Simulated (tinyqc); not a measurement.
UKS/PBE0 in the sto-6g basis, for BeH, spin multiplicity 2, step by step. One step of it, computed by the program tinyqc.

Problem. Iteration 2: building the Kohn-Sham matrix. J_ij = sum D_kl (ij|kl) with D = D(alpha) + D(beta), K_ij = sum D_kl (ik|jl) for each spin; F = H + J - 0.25 K(s) + V_xc; E = tr D H + tr D J / 2 - 0.125 sum_s tr D(s) K(s) + E_xc + E_nn.

D(alpha) after iteration 1, lower triangle:
```
            1Be 1s     1Be 2s   1Be 2px   1Be 2py   1Be 2pz     2H 1s
1Be 1s    1.059602
1Be 2s   -0.231557   0.914614
1Be 2px   0.000000   0.000000  0.000000
1Be 2py   0.000000   0.000000  0.000000  0.000000
1Be 2pz   0.076805  -0.320881  0.000000  0.000000  0.398584
2H 1s    -0.040507   0.072392  0.000000  0.000000  0.321359  0.426424
```

D(beta) after iteration 1, lower triangle:
```
            1Be 1s    1Be 2s   1Be 2px   1Be 2py   1Be 2pz     2H 1s
1Be 1s    1.006809
1Be 2s   -0.036148  0.191183
1Be 2px   0.000000  0.000000  0.000000
1Be 2py   0.000000  0.000000  0.000000  0.000000
1Be 2pz  -0.044391  0.124897  0.000000  0.000000  0.082025
2H 1s    -0.096393  0.276831  0.000000  0.000000  0.181765  0.402789
```

core Hamiltonian H = T + V (hartree), lower triangle:
```
            1Be 1s     1Be 2s    1Be 2px    1Be 2py    1Be 2pz      2H 1s
1Be 1s   -8.265204
1Be 2s   -1.939428  -2.390847
1Be 2px   0.000000   0.000000  -1.922135
1Be 2py   0.000000   0.000000   0.000000  -1.922135
1Be 2pz  -0.012382  -0.112893   0.000000   0.000000  -2.004545
2H 1s    -0.273440  -0.797234   0.000000   0.000000  -0.911036  -1.745074
```

Two-electron integrals (ij|kl) in chemists' order, unique and non-zero (hartree):
```
(11|11) 2.299996   (21|11) 0.361879   (21|21) 0.071926   (22|11) 0.570332
(22|21) 0.139654   (22|22) 0.417773   (31|31) 0.015252   (32|31) 0.022555
(32|32) 0.092340   (33|11) 0.570332   (33|21) 0.139654   (33|22) 0.417773
(33|33) 0.450117   (41|41) 0.015252   (42|41) 0.022555   (42|42) 0.092340
(43|43) 0.024258   (44|11) 0.570332   (44|21) 0.139654   (44|22) 0.417773
(44|33) 0.401601   (44|44) 0.450117   (51|51) 0.015252   (52|51) 0.022555
(52|52) 0.092340   (53|53) 0.024258   (54|54) 0.024258   (55|11) 0.570332
(55|21) 0.139654   (55|22) 0.417773   (55|33) 0.401601   (55|44) 0.401601
(55|55) 0.450117   (61|11) 0.051289   (61|21) 0.009921   (61|22) 0.019266
(61|33) 0.019107   (61|44) 0.019107   (61|51) 0.000987   (61|52) 0.001941
(61|55) 0.019585   (61|61) 0.001448   (62|11) 0.147273   (62|21) 0.036777
(62|22) 0.122779   (62|33) 0.117890   (62|44) 0.117890   (62|51) 0.005063
(62|52) 0.031855   (62|55) 0.132557   (62|61) 0.005651   (62|62) 0.057837
(63|31) 0.003213   (63|32) 0.015391   (63|53) 0.005250   (63|63) 0.004719
(64|41) 0.003213   (64|42) 0.015391   (64|54) 0.005250   (64|64) 0.004719
(65|11) 0.166909   (65|21) 0.042140   (65|22) 0.146610   (65|33) 0.138058
(65|44) 0.138058   (65|51) 0.008097   (65|52) 0.049422   (65|55) 0.163712
(65|61) 0.006745   (65|62) 0.078042   (65|65) 0.107837   (66|11) 0.318373
(66|21) 0.080968   (66|22) 0.302905   (66|33) 0.281860   (66|44) 0.281860
(66|51) 0.012002   (66|52) 0.100153   (66|55) 0.344998   (66|61) 0.012743
(66|62) 0.188229   (66|65) 0.267946   (66|66) 0.774999
```

nuclear repulsion = 1.27666396 hartree

V_xc(alpha) (hartree), lower triangle:
```
            1Be 1s     1Be 2s    1Be 2px    1Be 2py    1Be 2pz      2H 1s
1Be 1s   -1.127309
1Be 2s   -0.144056  -0.247364
1Be 2px   0.000000   0.000000  -0.231337
1Be 2py   0.000000   0.000000   0.000000  -0.231337
1Be 2pz   0.001925   0.002451   0.000000   0.000000  -0.279479
2H 1s    -0.021384  -0.095548   0.000000   0.000000  -0.126341  -0.350962
```

V_xc(beta) (hartree), lower triangle:
```
            1Be 1s     1Be 2s    1Be 2px    1Be 2py    1Be 2pz      2H 1s
1Be 1s   -1.115057
1Be 2s   -0.140058  -0.204832
1Be 2px   0.000000   0.000000  -0.196593
1Be 2py   0.000000   0.000000   0.000000  -0.196593
1Be 2pz  -0.001524  -0.042197   0.000000   0.000000  -0.221315
2H 1s    -0.021096  -0.093610   0.000000   0.000000  -0.126328  -0.347166
```

E_xc = sum of w rho eps_xc = -2.43587116 hartree

Give: Coulomb J; exchange K(alpha); exchange K(beta); F(alpha); F(beta); total energy of this density.

Solution.

Coulomb J (hartree), lower triangle:
```
         1Be 1s  1Be 2s  1Be 2px  1Be 2py  1Be 2pz   2H 1s
1Be 1s   5.9845
1Be 2s   1.0633  2.2457
1Be 2px  0.0000  0.0000   2.2085
1Be 2py  0.0000  0.0000   0.0000   2.2085
1Be 2pz  0.0135  0.1198   0.0000   0.0000   2.3201
2H 1s    0.1516  0.7454   0.0000   0.0000   0.9277  2.1171
```

exchange K(alpha) (hartree), lower triangle:
```
         1Be 1s   1Be 2s  1Be 2px  1Be 2py  1Be 2pz   2H 1s
1Be 1s   2.3399
1Be 2s   0.3738   0.4904
1Be 2px  0.0000   0.0000   0.1072
1Be 2py  0.0000   0.0000   0.0000   0.1072
1Be 2pz  0.0011  -0.0485   0.0000   0.0000   0.4273
2H 1s    0.0573   0.2358   0.0000   0.0000   0.3095  0.5747
```

exchange K(beta) (hartree), lower triangle:
```
          1Be 1s  1Be 2s  1Be 2px  1Be 2py  1Be 2pz   2H 1s
1Be 1s    2.3010
1Be 2s    0.3736  0.2455
1Be 2px   0.0000  0.0000   0.0451
1Be 2py   0.0000  0.0000   0.0000   0.0451
1Be 2pz  -0.0020  0.1659   0.0000   0.0000   0.1971
2H 1s     0.0538  0.2555   0.0000   0.0000   0.2795  0.5512
```

F(alpha) (hartree), lower triangle:
```
          1Be 1s   1Be 2s  1Be 2px  1Be 2py  1Be 2pz    2H 1s
1Be 1s   -3.9930
1Be 2s   -1.1136  -0.5151
1Be 2px   0.0000   0.0000   0.0282
1Be 2py   0.0000   0.0000   0.0000   0.0282
1Be 2pz   0.0028   0.0214   0.0000   0.0000  -0.0707
2H 1s    -0.1576  -0.2063   0.0000   0.0000  -0.1871  -0.1226
```

F(beta) (hartree), lower triangle:
```
          1Be 1s   1Be 2s  1Be 2px  1Be 2py  1Be 2pz    2H 1s
1Be 1s   -3.9710
1Be 2s   -1.1095  -0.4114
1Be 2px   0.0000   0.0000   0.0785
1Be 2py   0.0000   0.0000   0.0000   0.0785
1Be 2pz   0.0001  -0.0768   0.0000   0.0000   0.0450
2H 1s    -0.1564  -0.2093   0.0000   0.0000  -0.1796  -0.1130
```

total energy of this density = -15.135696 hartree
